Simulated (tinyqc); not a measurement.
Stark shift: stepped quantum well by finite differences.

Finite differences on points z_i at the centres of cells of width h: H_ii = (c/h^2)(1/m_(i-1/2) + 1/m_(i+1/2)) + V_i, H_(i,i+1) = -(c/h^2)/m_(i+1/2), where m_(i+1/2) is the mean of the masses at the two points (the end values are repeated outwards), psi = 0 on the points beyond both ends, c = hbar^2/2m0. The field adds e F (z - z0) with z0 the middle of the structure; 1 kV/cm = 1e-5 eV/angstrom.

Constants: hbar^2/2m0 = 3.80998211 eV angstrom^2.

Parameters, chosen for this exercise (out of a larger set: near those of a GaAs well in AlGaAs; not measured data):
- layers = ((108, 0.251, 0.0927), (54, 0, 0.0678), (81, 0.073, 0.075), (108, 0.251, 0.0927)) (each layer: thickness in angstrom, band edge in eV, mass in m0)
- hf = 1.6875 angstrom (cell width of the fine grid)
- Fs = (0, 6.67, 13.3, 20, 26.7, 33.3, 40) kV/cm (fields)

Fine grid. Perturbation theory: dE1 = e F z_11 - beta (e F)^2 with beta = sum_j z_1j^2/(E_j - E_1) over the 13 next levels at zero field, z from z0.

Levels against field:
```
F (kV/cm),E1 (eV),E2 (eV),dE1 (meV),second order (meV),<z - z0> (angstrom),E2 - E1 (meV)
0,0.0505,0.1193,0.00,0.00,-27.5,68.8
6.67,0.0486,0.1205,-1.87,-1.87,-28.6,71.9
13.3,0.0467,0.1217,-3.80,-3.81,-29.5,75.0
20.0,0.0447,0.1227,-5.81,-5.84,-30.4,78.1
26.7,0.0426,0.1238,-7.88,-7.94,-31.3,81.1
33.3,0.0405,0.1247,-9.97,-10.08,-32.1,84.2
40.0,0.0383,0.1255,-12.14,-12.33,-32.8,87.2
```

z_11 = -27.53 angstrom
beta = 8248 angstrom^2/eV

The state sits -27.5 angstrom off the middle at zero field, so the shift starts linearly in F. At 40 kV/cm E1 has moved by -12.14 meV, where second order gives -12.33 meV; they differ by 1.6 % there. The electron moves by -5.3 angstrom, against the rise of the potential. E2 - E1 grows with the field; the ends are 68.8 and 87.2 meV.

Program tinyqc; command `OMP_NUM_THREADS=1 python tinyqc.py 1252075 1252076 out.jsonl`; about 0.01 s on one thread of a shared Intel(R) Xeon(R) Processor @ 2.30GHz.
